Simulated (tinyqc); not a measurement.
# Segment and feed resistance from two drops

Question. A rail is fed at one end through Rq; K loads of Ij follow, each after a segment Rs. The drop at load j is K Ij Rq + Rs Ij sum_(l=1..j) (K - l + 1). Find Rs, Rq and the worst drop, at the middle, if the rail were fed through Rq at both ends: K Ij Rq/2 + Rs Ij K^2/8 with the load taken as continuous.

Inputs (values chosen for the exercise):

| symbol | value | unit | meaning |
|---|---|---|---|
| K | 28 |  | number of equal loads |
| Ij | 0.51 | mA | current of each load |

drops at the first and at the last load (mV): [8.2538400, 108.49944]

Solution. The difference of the two drops is Rs Ij K (K - 1)/2, which gives Rs; the first drop then gives Rq.

Rs = 0.5200 ohm
Rq = 0.05800 ohm
drop at the middle with two feeds = 26.40 mV

Program tinyqc, `OMP_NUM_THREADS=1 python tinyqc.py 2770196 2770197 out.jsonl`; Intel Xeon 2.30GHz, shared host, one thread, about 0.1 s.
